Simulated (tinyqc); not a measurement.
Lattice vibrations of a chain, step by step. One step of it, computed by the program tinyqc.

Task: Frequencies. omega^2 are the eigenvalues; wavenumber = 521.4708 sqrt(eigenvalue) 1/cm.

D(q) (eV/(angstrom^2 u)):
```
                     1                    2
1             0.555431  -0.128648+0.139176i
2  -0.128648-0.139176i             0.664879
```

Give: eigenvalues; wavenumbers; weights |e|^2 of the mass-weighted modes.

Result:

eigenvalues: 0.413  0.807

wavenumbers (1/cm): 335.1  468.6

weights |e|^2 of the mass-weighted modes:
```
        mode 1  mode 2
atom 1   0.639   0.361
atom 2   0.361   0.639
```
